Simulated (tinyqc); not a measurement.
Eight-band Kane k.p model: sweeps and comparisons. A value that a table varies takes the place of the one given here.

Eight-band Kane model, basis S, X, Y, Z times spin, zero of energy at the top of the unstrained valence band, c = hbar^2/2m0. Within each spin: H_SS = Eg + A c k^2, H_SX = i P kx (likewise Y, Z), H_XX = -Dso/3 + L kx^2 + M (ky^2 + kz^2), H_XY = N kx ky, and cyclic. Spin-orbit term (Dso/3) L.sigma on X, Y, Z with (L_k)_ij = -i epsilon_kij: <X+|H|Y+> = -i Dso/3, <X+|H|Z-> = Dso/3, <Y+|H|Z-> = -i Dso/3, <Z+|H|X-> = -Dso/3, <Z+|H|Y-> = i Dso/3, <X-|H|Y-> = i Dso/3, and their conjugates; + and - are the spin along z. Terms from inversion asymmetry are left out, so every level is twofold.

P = sqrt(Ep c); A = 1/me - Ep (Eg + 2 Dso/3)/(Eg (Eg + Dso)) keeps the electron mass; g1' = g1 - Ep/(3 Eg), g2' = g2 - Ep/(6 Eg), g3' = g3 - Ep/(6 Eg) remove the coupling to S that the Luttinger values already hold; L = -c (g1' + 4 g2'), M = -c (g1' - 2 g2'), N = -6 c g3'.

Constants: hbar^2/2m0 = 3.80998211 eV angstrom^2.

Values chosen for the exercise (near those of Ge; the results hold for these values, not for the real material):
- Eg = 0.901 eV (gap at Gamma to the s-like level)
- Dso = 0.292 eV (spin-orbit splitting)
- Ep = 26.4 eV (Kane energy)
- me = 0.0376 m0 (electron mass at Gamma)
- g1 = 13.39 (Luttinger gamma1)
- g2 = 4.24 (gamma2)
- g3 = 5.69 (gamma3)
- kmax = 0.04 1/angstrom (end of the path)

## Non-parabolicity of the conduction band

Unstrained, along [100], six points up to kmax. Parabolic: E = c k^2/me. Two-band form: E (1 + alpha E) = c k^2/me with alpha = (1 - me)^2/Eg. The column alpha(k) solves that form for alpha with the eight-band energy. Energies from the conduction edge.

Energies:

| \|k\| (1/angstrom) | parabolic (eV) | two-band (eV) | eight-band (eV) | alpha(k) (1/eV) | parabolic / eight-band |
|---|---|---|---|---|---|
| 0.0067 | 0.0045 | 0.0045 | 0.0045 | 1.092 | 1.005 |
| 0.0133 | 0.0180 | 0.0177 | 0.0177 | 1.092 | 1.019 |
| 0.0200 | 0.0405 | 0.0390 | 0.0389 | 1.093 | 1.042 |
| 0.0267 | 0.0721 | 0.0674 | 0.0671 | 1.094 | 1.073 |
| 0.0333 | 0.1126 | 0.1019 | 0.1013 | 1.096 | 1.111 |
| 0.0400 | 0.1621 | 0.1415 | 0.1405 | 1.097 | 1.154 |

alpha = 1.028 1/eV

What does this show, and why?

At the last point the parabola lies a factor 1.15 above the eight-band value, and the two-band form 1.1 meV above it. The parabola stays within 5 % up to |k| = 0.0200 1/angstrom of the points listed. alpha(k) goes from 1.092 to 1.097 1/eV, a spread of 0.5 % over this range; the simple rule gives 1.028, 6 % below the first value, as it knows neither Dso nor the remote terms.

## Four, six or eight bands for the holes

Unstrained, along [110]. Six bands: the X, Y, Z block alone with the full g1, g2, g3 in L, M, N. Four bands: the same with Dso sent to infinity. HH, LH and SO name the pairs from the top.

Valence levels (eV):

| \|k\| (1/angstrom) | HH 4 | HH 6 | HH 8 | LH 4 | LH 6 | LH 8 | SO 6 | SO 8 |
|---|---|---|---|---|---|---|---|---|
| 0.0067 | -0.0005 | -0.0004 | -0.0004 | -0.0041 | -0.0041 | -0.0040 | -0.2943 | -0.2939 |
| 0.0133 | -0.0018 | -0.0018 | -0.0018 | -0.0163 | -0.0160 | -0.0158 | -0.3014 | -0.2996 |
| 0.0200 | -0.0041 | -0.0040 | -0.0040 | -0.0368 | -0.0349 | -0.0340 | -0.3143 | -0.3097 |
| 0.0267 | -0.0072 | -0.0070 | -0.0070 | -0.0653 | -0.0593 | -0.0569 | -0.3345 | -0.3248 |
| 0.0333 | -0.0113 | -0.0108 | -0.0108 | -0.1021 | -0.0869 | -0.0824 | -0.3643 | -0.3459 |
| 0.0400 | -0.0162 | -0.0153 | -0.0153 | -0.1470 | -0.1153 | -0.1087 | -0.4063 | -0.3737 |

What does this show?

At |k| = 0.0400 the heavy holes of the three models span 0.9 meV and the light holes 38.3 meV. The split-off band moves the light hole by +31.8 meV and treating the conduction band exactly moves it by +6.6 meV more; the split-off band matters more here, where the four-band light-hole energy is 0.50 times Dso and 0.16 times Eg.

## What each parameter does

Unstrained; levels at |k| = kmax along [100], all derived values formed anew. Each row changes one parameter from the base and keeps the others.

Results:

| case | conduction (eV) | heavy hole (eV) | light hole (eV) | split-off (eV) |
|---|---|---|---|---|
| base | 1.0415 | -0.0299 | -0.1052 | -0.3655 |
| Eg = 0.9911 eV | 1.1330 | -0.0299 | -0.1057 | -0.3687 |
| Dso = 0.3212 eV | 1.0417 | -0.0299 | -0.1066 | -0.3925 |
| Ep = 23.76 eV | 1.0416 | -0.0299 | -0.1050 | -0.3673 |
| me = 0.0338 m0 | 1.0577 | -0.0299 | -0.1041 | -0.3646 |
| g1 = 14.729 | 1.0406 | -0.0381 | -0.1129 | -0.3732 |
| g2 = 4.664 | 1.0403 | -0.0248 | -0.1064 | -0.3683 |
| g3 = 6.259 | 1.0415 | -0.0299 | -0.1052 | -0.3655 |

How do the results move?

The largest shifts from the base row, up to three for each result and ties (the steps differ in size, so this ranks the rows, not the parameters). conduction (eV): Eg +0.0916, me +0.0162, g2 -0.0011; unchanged at the printed digits by g3. heavy hole (eV): g1 -0.0082, g2 +0.0052; unchanged at the printed digits by Eg, Dso, Ep, me and g3. light hole (eV): g1 -0.0076, Dso -0.0013, g2 -0.0012, me +0.0012; unchanged at the printed digits by g3. split-off (eV): Dso -0.0270, g1 -0.0078, Eg -0.0032; unchanged at the printed digits by g3. Along [100] the heavy hole does not couple to S or to g3, so it follows g1 - 2 g2 alone.

Computed by tinyqc, a small Python program: `OMP_NUM_THREADS=1 python tinyqc.py 1050317 1050318 out.jsonl` (the numbers bound the seed that draws the inputs); one thread of a shared host (Intel(R) Xeon(R) Processor @ 2.30GHz), about 0.01 s for the whole set of steps.
